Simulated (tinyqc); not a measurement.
Pillar capacitor in an array: capacitance, non-linearity, leakage and relaxation: capacitance, non-linearity and leakage against thickness.

A film between two metal electrodes, each interface adding a series capacitance ci. The small-signal permittivity is ek (1 + aq E^2); the field is found with the linear permittivity. Leakage J = J0 sinh(E/Ef). After a voltage step the film passes a relaxation current kr C V tt^(-nr), tt being the time in seconds. The sidewall is a coaxial capacitor with radii a = dm/2 and b = dm/2 + t, depth AR dm; the end face is left out.

Planar film: Cf = eps0 ek/t, 1/C = 1/Cf + 2/ci, EOT = 3.9 eps0/C, effective permittivity C t/eps0, E = (V/t) C/Cf; quadratic coefficient [C(V)/C - 1]/V^2 with Cf (1 + aq E^2) in C(V).

Parameters, values chosen for the exercise; permittivity of the order of that of aluminium oxide:
```
symbol,value,unit,meaning
ek,8.11,,relative permittivity of the film
ci,200,uF/cm^2,capacitance of each electrode interface (dead layer and screening)
aq,0.004,cm^2/MV^2,quadratic field coefficient of the permittivity
V,1,V,bias
J0,5.2e-11,A/cm^2,leakage prefactor
Ef,0.47,MV/cm,field for an e-fold rise of the leakage
```

Constants: eps0 = 8.8541878128e-14 F/cm where lengths are in cm. Results are converted to the units shown.

Results:
```
t (nm)  C (uF/cm^2)  EOT (nm)  effective permittivity  E (MV/cm)  quadratic coefficient (ppm/V^2)  J (A/cm^2)
2.5          2.7921    1.2368                  7.8836     3.8883                            58688   1.0184e-7
3.7          1.9038    1.8138                  7.9556     2.6512                            27566   7.3249e-9
5.5          1.2888    2.6794                  8.0055     1.7947                            12716   1.1835e-9
12          0.59484    5.8052                  8.0618    0.82838                           2728.5  1.4704e-10
18          0.39735    8.6905                  8.0778    0.55335                           1219.9  7.6378e-11
27          0.26525    13.019                  8.0885    0.36939                           544.34  4.5208e-11
40          0.17920    19.270                  8.0955    0.24955                           248.66  2.8926e-11
60          0.11954    28.888                  8.1003    0.16647                           110.71  1.8805e-11
```

Estimate the missing row, t = 8.2 nm.

Computed row:
```
t (nm)  C (uF/cm^2)  EOT (nm)  effective permittivity  E (MV/cm)  quadratic coefficient (ppm/V^2)  J (A/cm^2)
8.2         0.86810    3.9778                  8.0396     1.2089                           5795.0  3.3847e-10
```

With this row back in the table: C falls from 2.79 to 0.120 uF/cm^2 while the effective permittivity goes from 7.88 to 8.10 (ek = 8.11). EOT is a straight line in t with slope 3.9/ek = 0.481 and intercept 0.0345 nm. The quadratic coefficient goes as t^(-1.93) between the first two rows and t^(-2.00) between the last two (-2 without interfaces), and J falls by 3.73 decades. For t = 2.5, 3.7 direct tunnelling, left out, would add to the leakage.

Numbers from tinyqc (`OMP_NUM_THREADS=1 python tinyqc.py 2102135 2102136 out.jsonl`; about 0.01 s on one thread of a shared Intel Xeon 2.30GHz).
